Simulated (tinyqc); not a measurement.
Worked calculation: strained quantum well: band edges, subbands and transparency. Values are carried at full precision from step to step, so a last printed digit may differ when a step is redone from the rounded ones.

Growth on (001), barriers unstrained: tr(e) = e (2 - nu2), Z = b e (1 + nu2); Ec = Ev + Eg + ac tr(e), E_HH = Ev + av tr(e) + Z, E_LH = Ev + av tr(e) - Z (coupling to the split-off band left out).

Constants: hbar^2/2m0 = 3.80998211 eV angstrom^2; hc = 1239.841984 eV nm; kB = 8.617333262e-05 eV/K.

Parameters, chosen for this exercise (near those of an InGaAs/InP well; shifted at random, so the results belong to these values and not to a real crystal): e = -0.0071 (strain in the plane); nu2 = 1.015 (2 C12/C11); Eg = 0.612 eV (unstrained gap of the well); Ev = -0.578 eV (its valence edge); ac = -5.83 eV; av = 1.06 eV (Ev moves by av tr(e)); b = -1.87 eV (shear potential); Egb = 1.347 eV (gap of the barrier); Evb = -0.94 eV (its valence edge); L = 86 angstrom (well width); me = 0.0387 m0 (electron mass); g1 = 15.31 (gamma1); g2 = 6.18 (gamma2); meb = 0.08 m0; g1b = 5.08; g2b = 1.6; T = 300 K (temperature); Br = 1.8 x 1e-4 cm^2/s (two-dimensional radiative coefficient).

## Strained band edges and offsets

Give tr(e), Z, the edges Ec, E_HH, E_LH and the well depths against the barrier.

tr(e) = -0.00699
Z = 0.0268 eV

Ec, E_HH, E_LH (eV): 0.0748  -0.5587  -0.6122

depths for e, HH, LH (eV): 0.3322  0.3813  0.3278

The well is under compression, which puts HH on top, by 54 meV; the gap becomes 0.6334 eV, +21 meV from the unstrained one.

## Subband edges

Masses along z: me, 1/(g1 - 2 g2) for HH, 1/(g1 + 2 g2) for LH, likewise in the barrier; in the plane me, 1/(g1 + g2) for HH and 1/(g1 - g2) for LH (no mixing, which understates the hole masses away from k = 0). Level n solves k L + 2 atan[(k/m)/(kappa/mb)] = n pi, k = sqrt(m E/c), kappa = sqrt(mb (V - E)/c), c = hbar^2/2m0.

Up to three electron, four HH and two LH levels, on the common energy scale, with their masses in the plane.

Subbands:
```
level   E (eV)  m in the plane
e1      0.1287          0.0387
e2      0.2947          0.0387
hh1    -0.5698          0.0465
hh2    -0.6034          0.0465
hh3    -0.6593          0.0465
lh1    -0.6605          0.1095
hh4    -0.7371          0.0465
lh2    -0.8281          0.1095
```

lowest transition = 0.6986 eV
wavelength hc/E = 1774.9 nm

The top hole level is hh1, so the edge is mainly TE polarised; hh2 lies 34 meV lower.

## Transparency density

Transparency (Bernard-Duraffourg): Fc - Fv equals the lowest transition energy with n = p, n = sum m/(2 pi c) kB T ln(1 + exp((Fc - E)/kB T)) and p likewise over the listed subbands; c = hbar^2/2m0, 1/angstrom^2 = 1e16/cm^2.

Solve for u = (Fc - e1)/kB T; give n_tr, the share of holes in the top subband and the current e Br n_tr^2 (e = 1.602177e-19 C).

u = 0.390
n_tr = 0.380 x 1e12/cm^2
share = 0.684
current density = 4.2 A/cm^2

For mirror-image bands u = 0 and n_tr = me kB T ln2/(2 pi c) = 0.290 x 1e12/cm^2; the heavier or more numerous hole states raise it by a factor 1.31.

## Checks

- Transparency for equal single subbands against m kB T ln2/(2 pi c): both 0.3743.

Program tinyqc; command `OMP_NUM_THREADS=1 python tinyqc.py 1281824 1281825 out.jsonl`; about 0.01 s on one thread of a shared Intel(R) Xeon(R) Processor @ 2.30GHz.
